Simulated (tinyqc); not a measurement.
# Worked calculation: energy and delay of logic against supply voltage

Program tinyqc, `OMP_NUM_THREADS=1 python tinyqc.py 2082134 2082135 out.jsonl`; Intel Xeon 2.30GHz, shared host, one thread, about 0.01 s. Printed values are rounded.

One expression serves below and above threshold: I(Vg) = Ik [ln(1 + exp((Vg - VT + dd V)/(al nf Vt)))]^al, with I_on = I(V) and I_off = I(0). Gate delay td = kd C V/I_on, clock period LD td. Per gate and cycle the switching energy is act C V^2 and the leakage energy I_off V LD td. No short-circuit current, no variation. Minima are sought above 0.09 V; below a few Vt gates no longer switch and the model has no meaning.

Values chosen for this exercise; values of the order met in logic technologies:
- T = 330 K (temperature)
- VT = 0.24 V (threshold voltage at zero drain bias)
- nf = 1.27 (slope factor)
- dd = 0.07 (barrier lowering per volt of supply)
- Ik = 0.47 uA (specific current of a gate)
- al = 1.31 (exponent of the current law)
- C = 0.64 fF (load capacitance of a gate)
- kd = 0.9 (delay factor)
- LD = 16 (logic depth)
- act = 0.2 (activity factor)
- V = 0.96 V (supply voltage)

Constants: q = 1.602176634e-19 C, kB = 1.380649e-23 J/K, Vt = kB T/q. Results are converted to the units shown.

Range of the model: At a supply of a few Vt gates lose their noise margin, and variation, left out here, decides whether they work.

## Currents, delay and energies

I_on, I_off, td, clock frequency 1/(LD td), both energies and their sum.

I_on = 18.6969 uA
I_off = 3.86224 nA
td = 29.5750 ps
clock frequency = 2.11327 GHz
switching energy = 117.965 aJ
leakage energy = 1.75451 aJ
energy = 119.719 aJ

I_on/I_off = 4840; leakage makes up 1.47 % of the energy.

## Starting value

V = 0.23 V.

V at the start = 0.23 V

## Iteration 1: new V

Minimum-energy supply: E(V) is the energy per gate and cycle; with h = 0.001 V, E' = (E(V + h) - E(V - h))/(2 h), E'' = (E(V - h) - 2 E(V) + E(V + h))/h^2, V(new) = V - E'/E''.

E' = 44.5902 aJ/V
E'' = 501.494 aJ/V^2
V after iteration 1 = 0.141085 V

## Iteration 2: new V

As before.

E' = -10.3169 aJ/V
E'' = 548.099 aJ/V^2
V after iteration 2 = 0.159908 V

## Iteration 3: new V

As before.

E' = 1.36851 aJ/V
E'' = 668.029 aJ/V^2
V after iteration 3 = 0.157860 V

## Course of the iteration

Stop when the step is below 1e-9 V, or after 40 iterations.

Course of the iteration:

| iteration | V before the step (V) | step (V) |
|---|---|---|
| 1 | 0.23 | -0.0889 |
| 2 | 0.141085 | 0.0188 |
| 3 | 0.159908 | -2.05e-3 |
| 4 | 0.157860 | -9.25e-6 |
| 5 | 0.157851 | -6.14e-10 |

Converged in 5 iterations. There leakage makes up 50.9 % of the energy and the clock runs at 39.5 MHz.
